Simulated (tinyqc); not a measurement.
## On-chip interconnect, size-dependent resistivity and RC delay: delay against the line length

A rectangular line between two neighbours and two ground planes. Surface and grain-boundary scattering are added to the bulk resistivity as corrections; capacitances are parallel-plate values without fringing; inductance is ignored.

Metal width x = wd - 2 tl, height y = AR wd - tl; grain boundaries (Mayadas-Shatzkes): al = (lam/(gr x)) Rg/(1 - Rg), g = 1/[1 - 3 al/2 + 3 al^2 - 3 al^3 ln(1 + 1/al)] - 1; surfaces (Fuchs-Sondheimer, thick limit): s = (3/8) lam (1 - ps)(1/x + 1/y); rho = rho0 (1 + g + s); r = rho/(x y); c = eps0 ek (2 wd/hd + 2 Mf AR wd/sp). Elmore delay tE = Rd (c Lw + Cl) + r Lw (c Lw/2 + Cl); t50 is the time at which the far end of a ladder of 30 pi sections (half capacitances at both ends, Cl at the far end, a step applied through Rd) reaches half the step; line share r Lw/(Rd + r Lw); estimate 0.69 Rd (c Lw + Cl) + 0.38 r c Lw^2 + 0.69 r Lw Cl.

Values chosen for this exercise; metal values close to those of aluminium:
```
symbol,value,unit,meaning
rho0,2.65,uohm cm,bulk resistivity
lam,18.6,nm,bulk mean free path
ps,0.5,,specular share of surface scattering
Rg,0.27,,reflection coefficient of grain boundaries
gr,1,,grain size over the metal width
wd,19,nm,drawn line width
AR,2.3,,"aspect ratio, height over width"
tl,1.7,nm,"liner on both walls and the bottom, not conducting"
sp,38,nm,space to the neighbouring lines
hd,24,nm,dielectric height to the planes above and below
ek,3.9,,relative permittivity of the dielectric
Mf,0,,Miller factor of the neighbours
Rd,3000,ohm,driver resistance
Cl,2.9,fF,load capacitance
```

Constants: eps0 = 8.8541878128e-12 F/m. Results are converted to the units shown.

The same in every row: rho (uohm cm) = 5.105; r (ohm/um) = 77.92; c (fF/um) = 0.05467.

Result of one run:
```
Lw (um)	tE (ps)	t50 (ps)	estimate (ps)	line share of the resistance (%)
1000	2529	1913	1894	96.29
```

What becomes of these results when the line length Lw is changed from 1000 to 50 um, all else the same?

Result of the changed run:
```
Lw (um)	tE (ps)	t50 (ps)	estimate (ps)	line share of the resistance (%)
50	33.53	24.13	23.51	56.50
```

The whole series:
```
Lw (um)	tE (ps)	t50 (ps)	estimate (ps)	line share of the resistance (%)
1	9.092	6.303	6.274	2.532
3	9.889	6.860	6.825	7.229
7	11.53	8.022	7.966	15.38
20	17.35	12.21	12.03	34.19
50	33.53	24.13	23.51	56.50
100	69.00	50.70	49.10	72.20
400	505.5	380.9	372.7	91.22
1000	2529	1913	1894	96.29
3000	2.035e4	1.541e4	1.538e4	98.73
```

As Lw goes from 1 to 3000, r stays at 77.9 ohm/um, c stays at 0.0547 fF/um and t50 rises from 6.30 to 15400 ps. t50/tE lies between 0.693 and 0.757, and the estimate is within 3.1 % of t50. The delay goes as Lw^(0.08) for the shortest lines and Lw^(1.90) for the longest; the line resistance equals Rd at 38.5 um.

Range of the model: The metal width is under the mean free path, where the thick-limit surface term and the simple sum of corrections lose accuracy.

Program tinyqc, `OMP_NUM_THREADS=1 python tinyqc.py 2100024 2100025 out.jsonl`; Intel Xeon 2.30GHz, shared host, one thread, about 0.01 s.
